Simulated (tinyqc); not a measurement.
# From depth below the conduction band back to impurity potential U

Model: deep trap from a strong local potential in a two-band host (Koster-Slater model with semi-elliptic bands). Computed by tinyqc, a small Python program. Command: `OMP_NUM_THREADS=1 python tinyqc.py 3010698 3010699 out.jsonl deeptrap inv`. One thread of a shared host (Intel(R) Xeon(R) Processor @ 2.30GHz), about 0.02 s of CPU time with the checks.

The valence band spans -2 W_v to 0 and the conduction band E_g to E_g + 2 W_c. The orbital at the impurity site has weight f_v in the valence band and 1 - f_v in the conduction band, each spread as a semi-ellipse (2/(pi W^2)) sqrt(W^2 - x^2) about the band centre. The impurity adds U to this orbital. Spin is left out.

Inputs (values chosen for the exercise, with a gap close to that of beta-Ga2O3):
```
quantity                                value  unit
gap E_g                                   4.9    eV
half-width of the valence band W_v        3.6    eV
half-width of the conduction band W_c     3.5    eV
valence weight f_v of the site orbital   0.56     -
```

Impurity: repulsive, acceptor-like.

Method. In the gap G(E) = f_v (2/W_v^2)[x - sqrt(x^2 - W_v^2)] - (1 - f_v)(2/W_c^2)[y - sqrt(y^2 - W_c^2)], x = E + W_v, y = E_g + W_c - E. The trap level solves G(E) = 1/U (bisection). With D = -dG/dE = D_v + D_c, D_v = f_v (2/W_v^2)[x/sqrt(x^2 - W_v^2) - 1] and D_c = (1 - f_v)(2/W_c^2)[y/sqrt(y^2 - W_c^2) - 1], the weight on the impurity orbital is 1/(U^2 D) and the conduction-band character is D_c/D.

Question. A run gave the result below. Find the impurity potential U, known to lie between 4.6 and 8.8 eV.

depth below the conduction band = 4.784399 eV

Answer.

Each step takes the trial c = (a f_b - b f_a)/(f_b - f_a), f being the result less the target and a, b, c the logarithms of the listed values; c replaces end b, the old b replaces a if the sign of f changed, and otherwise f_a is halved.

Scan of the range:
```
impurity potential U (eV)  depth below the conduction band (eV)
4.60                                                    4.86834
5.13                                                    4.81492
5.71                                                    4.74011
6.36                                                    4.64508
7.09                                                    4.53210
7.90                                                    4.40549
8.80                                                    4.26833
```

False position (Illinois rule, in the logarithm of the input) inside the bracket:
```
step    end a    end b    trial  depth below the conduction band (eV)
1     5.13000  5.71000  5.35916                               4.78693
2     5.71000  5.35916  5.37756                               4.78458
3     5.71000  5.37756  5.38022                               4.78424
4     5.37756  5.38022  5.37900                               4.78440
5     5.38022  5.37900  5.37900                               4.78440
```

Depth below the conduction band falls at every point of a 13-point scan of the range (every second point is shown), so one value fits; it is bracketed by 5.13 and 5.71. Answer: impurity potential U = 5.379 eV.
